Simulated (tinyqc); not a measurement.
Interfaces: Cahn-Hilliard equation on a periodic one-dimensional grid. Computed by tinyqc, a small Python program. Command: `OMP_NUM_THREADS=1 python tinyqc.py 3019282 3019283 out.jsonl cahn walk`. One thread of a shared host (Intel(R) Xeon(R) Processor @ 2.30GHz), about 0.1 s of CPU time with the checks.

Free energy F = h sum_j [A (c_j^2 - 1)^2/4 + (kappa/2) ((c_(j+1) - c_j)/h)^2]; dc/dt = Lap(mu), mu = A (c^3 - c) - kappa Lap(c), Lap(y)_j = (y_(j+1) - 2 y_j + y_(j-1))/h^2, mobility 1; the grid has n = 12 points.

Inputs (values chosen for the exercise, in reduced units):

| quantity | value | unit |
|---|---|---|
| spacing h | 1.1 | - |
| well depth A | 0.73 | - |
| gradient coefficient kappa | 0.97 | - |
| mean composition c0 | 0.14 | - |
| noise amplitude | 0.02 | - |
| time step dt | 0.065 | - |
| end time | 150 | - |

Scheme: explicit Euler.

Method:
- Start: c_j = c0 + amplitude x (z_j - mean of z).
- c(new) = c + dt Lap(mu).
- Run to the end time; break off if |c| exceeds 3 or F has risen by more than 1e-9 in more than 30 steps. Domains = stretches with c > c0.
- Continuum wall between c = -1 and +1: c = tanh(x/w), w = sqrt(2 kappa/A), energy s = (2/3) sqrt(2 kappa A). With two walls per domain, the estimate of F at the end is 2 x domains x s. Volume fraction of the +1 phase by the lever rule: (1 + c0)/2.

random numbers: -0.961  0.344  0.855  0.259  -0.288  0.252  -0.235  0.979  0.532  -0.822  -0.775  0.474

Course:

| step | t | F | min c | max c | domains |
|---|---|---|---|---|---|
| 0 | 0.000 | 2.31659 | 0.119757 | 0.158557 | 4 |
| 46 | 2.990 | 2.31541 | 0.125965 | 0.148139 | 1 |
| 115 | 7.475 | 2.31524 | 0.123207 | 0.149469 | 1 |
| 231 | 15.015 | 2.31422 | 0.109656 | 0.165891 | 1 |
| 346 | 22.490 | 2.30945 | 0.076361 | 0.198800 | 1 |
| 462 | 30.030 | 2.28691 | -0.000751 | 0.266040 | 1 |
| 692 | 44.980 | 1.91174 | -0.459295 | 0.595625 | 1 |
| 923 | 59.995 | 1.55526 | -0.825791 | 0.912710 | 1 |
| 1269 | 82.485 | 1.54969 | -0.862120 | 0.948775 | 1 |
| 1616 | 105.040 | 1.54965 | -0.863183 | 0.949348 | 1 |
| 1962 | 127.530 | 1.54961 | -0.863916 | 0.949580 | 1 |
| 2308 | 150.020 | 1.54956 | -0.864650 | 0.949809 | 1 |

F at the end = 1.54956

c at the end: -0.552142  0.082403  0.650359  0.884287  0.949809  0.937224  0.826734  0.483236  -0.192729  -0.694937  -0.864650  -0.829594

wall half width w = 1.6302

wall energy s = 0.79336

estimate of F = 1.5867

volume fraction = 0.57

w/h = 1.4820

What does the comparison show, and why?

The run ends at F = 1.5496, 0.98 of the estimate: close to it, but the extremes of c are -0.865 and 0.950.
